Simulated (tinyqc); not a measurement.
Bloch-Grueneisen resistivity of a metal. From resistivity rho back to transport coupling lambda_tr. Computed by tinyqc, a small Python program. Command: `OMP_NUM_THREADS=1 python tinyqc.py 3015299 3015300 out.jsonl bg inv`. One thread of a shared host (Intel(R) Xeon(R) Processor @ 2.30GHz), about 0.01 s of CPU time with the checks.

Electrons scatter from a Debye spectrum of phonons (n = 5 for scattering within one band, n = 3 for scattering into a second, heavy band) and from static defects.

Inputs (values chosen for the exercise, modelled on iridium):
```
quantity                       value         unit
exponent n                         5            -
Debye temperature Theta          307            K
Drude plasma energy hbar w_p     9.4           eV
residual resistivity rho_0    0.0074  microohm cm
temperature T                    373            K
```

Addition: none.

Constants: k_B = 1.380649e-23 J/K; hbar = 1.054571817e-34 J s; eps_0 = 8.8541878128e-12 F/m; hbar = 6.582119569e-16 eV s; k_B = 8.617333262e-05 eV/K.

Method:
- J_n(y) = int_0^y x^n e^x/(e^x - 1)^2 dx, by 96 Gauss-Legendre points (upper limit at most 60).
- rho_ph = (n - 1) rho_1 (T/Theta)^n J_n(Theta/T), with rho_1 = 2 pi lambda_tr k_B Theta/(hbar eps_0 w_p^2), the high-temperature line at T = Theta.
- Matthiessen's rule: rho = rho_0 + rho_ph.
- Temperature coefficient (1/rho) d rho/dT by a central difference of +/- 0.5 K; residual ratio rho(295 K)/rho(4.2 K); scattering time tau = 1/(eps_0 w_p^2 rho); Wiedemann-Franz kappa = L_0 T/rho, L_0 = (pi^2/3)(k_B/e)^2.

Question. A run gave the result below. Find the transport coupling lambda_tr, known to lie between 0.27 and 0.56.

resistivity rho = 7.299167 microohm cm

Answer.

Each step takes the trial c = (a f_b - b f_a)/(f_b - f_a), f being the result less the target and a, b, c the logarithms of the listed values; c replaces end b, the old b replaces a if the sign of f changed, and otherwise f_a is halved.

Scan of the range:
```
transport coupling lambda_tr  resistivity rho (microohm cm)
0.270                                               4.42665
0.305                                               4.99952
0.344                                               5.63786
0.389                                               6.37440
0.439                                               7.19278
0.496                                               8.12573
0.560                                               9.17326
```

False position (Illinois rule, in the logarithm of the input) inside the bracket:
```
step     end a     end b     trial  resistivity rho (microohm cm)
1     0.439000  0.496000  0.445154                        7.29350
2     0.496000  0.445154  0.445482                        7.29887
3     0.496000  0.445482  0.445516                        7.29943
4     0.445482  0.445516  0.445500                        7.29917
```

Resistivity rho rises at every point of a 13-point scan of the range (every second point is shown), so one value fits; it is bracketed by 0.439 and 0.496. The scan shows a straight line, so linear interpolation between any two rows gives the answer at once. Answer: transport coupling lambda_tr = 0.4455.
